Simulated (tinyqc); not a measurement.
Ellipsometry and reflectance of a transparent film on an absorbing substrate: one step of the calculation.

Air (index 1), film, substrate with N2 = n2 - i k2; time factor exp(+i w t). q_j = sqrt(N_j^2 - sin^2 th), root with positive real part. Fresnel coefficients r_s = (q_a - q_b)/(q_a + q_b), r_p = (N_b^2 q_a - N_a^2 q_b)/(N_b^2 q_a + N_a^2 q_b). tan(Psi) exp(i Delta) = R_p/R_s, Delta taken from 0 to 360 degrees.

Task. Interface coefficients and thickness period. q0, q1, q2 and the coefficients r01 and r12 for p and s; the results repeat in d with the period lam/(2 q1).

Parameters, values chosen for the exercise; indices close to those of silicon dioxide on silicon:
- lam = 632.8 nm (wavelength)
- th = 70 degrees (angle of incidence)
- n1 = 1.461 (index of the transparent film)
- n2 = 3.882 (index of the substrate)
- k2 = 0.019 (extinction coefficient of the substrate)

Wanted: q0; q1; q2; r01,p; r01,s; r12,p; r12,s; period.

Result.

q0 = 0.3420
q1 = 1.119
q2 = 3.767-0.020i
r01,p = -0.2102
r01,s = -0.5317
r12,p = 0.3542-0.0020i
r12,s = -0.5420+0.0018i
period = 282.8 nm

tinyqc, about 0.01 s, one thread, Intel Xeon 2.30GHz (shared host): `OMP_NUM_THREADS=1 python tinyqc.py 2870171 2870172 out.jsonl`
